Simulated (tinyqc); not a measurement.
Inside a calculation. Model: formation energy of a charged point defect from supercell energies. Computed by tinyqc, a small Python program that keeps every step. Command: `OMP_NUM_THREADS=1 python tinyqc.py 3019312 3019313 out.jsonl formation walk`. One thread of a shared host (Intel(R) Xeon(R) Processor @ 2.30GHz), about 0.01 s of CPU time with the checks. Intermediate numbers are printed to about 6 digits and carried at full precision; extremes and crossings named in words are read from the listed rows.

The host is a compound AB. Making the defect adds n_A = -1, n_B = 0 atoms to the cell. All total energies are inputs. E_F is counted from the valence-band maximum (VBM); x = 0 is A-rich and x = 1 B-rich growth.

Inputs (values chosen for the exercise, with gap and screening modelled on AlN):
```
quantity                       value      unit
gap E_g                         5.99        eV
E_VBM of the host cell         6.444        eV
potential alignment dV         0.017        eV
dielectric constant eps         8.39         -
cell length L                   14.3  angstrom
mu_A of the pure element      -3.473        eV
formation enthalpy dH of AB     -3.9        eV
growth condition x              0.33         -
Fermi level E_F                  3.7        eV
temperature T                   1200         K
site density N_s             2.6e+22     cm^-3
```

Defect: vacancy of A. Supercell lattice: bcc.

charge states q: 1  0  -1  -2

E(defect, q) - E(host), in the order of q (eV): -0.599  6.893  18.389  27.694

Constants: e^2/(4 pi eps_0) = 14.39964548 eV angstrom; k_B = 8.617333262e-05 eV/K.

## Chemical potentials

dmu_A = x dH and dmu_B = (1 - x) dH, so that dmu_A + dmu_B = dH; mu = mu(element) + dmu. The reservoir term is sum n_i mu_i.

dmu_A = -1.287 eV

dmu_B = -2.613 eV

sum n_i mu_i = 4.76 eV

## Image-charge corrections

Image-charge correction of a point charge in a neutralising background: E_corr = q^2 alpha e^2/(4 pi eps_0) / (2 eps L), alpha = 2.888462 for a bcc array with L the cube root of the volume.

E_corr (eV): (q=+1) 0.173337, (q=0) 0.000000, (q=-1) 0.173337, (q=-2) 0.693347

## Formation energies at E_F = 0

E_f(q, E_F) = [E(defect, q) - E(host)] - sum n_i mu_i + q (E_VBM + dV + E_F) + E_corr(q).

E_f(q, 0) (eV): (q=+1) 1.2753, (q=0) 2.1330, (q=-1) 7.3413, (q=-2) 10.7053

## Transition levels and the lower envelope

eps(q/q') = [E_f(q', 0) - E_f(q, 0)]/(q - q'). U of state q is eps(q/q-1) - eps(q+1/q). The stable state at each E_F is the lowest line E_f(q, 0) + q E_F.

One-electron levels above the VBM (eV):
```
level     energy  U of the state between this level and the next
(+1/0)   0.85766                                         4.35067
(0/-1)   5.20834                                        -1.84433
(-1/-2)  3.36401                                               -
```

Stable states:
```
q   from E_F (eV)  to E_F (eV)
+1        0.00000      0.85766
0         0.85766      4.28617
-2        4.28617      5.99000
```

Stable in the gap, from the VBM up: +1, 0, -2. State -1 is never the lowest: its U is negative, so two such centres gain by exchanging an electron.

## The first and the last level

eps(q/q-1) = E_f(q - 1, 0) - E_f(q, 0).

level (+1/0) = 0.857663 eV

level (-1/-2) = 3.36401 eV

Caution: the one-electron levels are out of order (negative U): at least one middle charge state is skipped, and the transition past it moves two or more electrons at once.

## Concentrations at the given E_F and T

E_f(q, E_F) = E_f(q, 0) + q E_F. c_q = N_s exp(-E_f(q, E_F)/k_B T), with all degeneracy factors one and no vibrational entropy.

Charge states:
```
q   E_f (eV)  c_q (cm^-3)        share
+1   4.97534  3.30734e+01  1.15533e-12
0    2.13300  2.86265e+13  9.99988e-01
-1   3.64134  1.32444e+07  4.62657e-07
-2   3.30535  3.41294e+08  1.19222e-05
```

lowest formation energy = 2.133 eV

total concentration = 2.86268e+13 cm^-3

mean charge = -2.43070e-05 e

State 0 holds 100.0 % of the defects.

## Fermi level and growth conditions

Each entry is the lowest E_f over q.

Lowest formation energy (eV):
```
E_F (eV)  stable q  A-rich, x = 0   x = 0.5  B-rich, x = 1
0.000           +1        2.56234   0.61234       -1.33766
0.749           +1        3.31134   1.36134       -0.58866
1.498            0        3.42000   1.47000       -0.48000
2.246            0        3.42000   1.47000       -0.48000
2.995            0        3.42000   1.47000       -0.48000
3.744            0        3.42000   1.47000       -0.48000
4.492           -2        3.00835   1.05835       -0.89165
5.241           -2        1.51035  -0.43965       -2.38965
5.990           -2        0.01235  -1.93765       -3.88765
```

Going from A-rich to B-rich growth shifts every line by -3.900 eV and moves no transition level. The slope of the envelope is the stable charge, so E_f is highest in the rows from E_F = 1.50 to 3.74 eV, where the neutral state is stable, and it falls on both sides: the defect is amphoteric and compensates either doping. Under B-rich growth E_f is negative in every row: the host would not be stable against this defect at that limit.

## What the corrections do to the levels

Levels eps(q/q-1) with the terms q dV and E_corr left out or kept.

Levels above the VBM (eV):
```
level        raw  with alignment  with image charge  with both
(+1/0)   1.04800         1.03100            0.87466    0.85766
(0/-1)   5.05200         5.03500            5.22534    5.20834
(-1/-2)  2.86100         2.84400            3.38101    3.36401
```

Alignment moves every level by -dV = -0.017 eV. The image term moves eps(q/q-1) by (1 - 2q) E_corr(1): (+1/0) by -0.173, (0/-1) by +0.173, (-1/-2) by +0.520 eV, donor levels down and acceptor levels up. It adds 2 E_corr(1) = 0.347 eV to every U.

Checks made by the program: envelope against a direct minimum on a grid (relative difference below 1e-10).
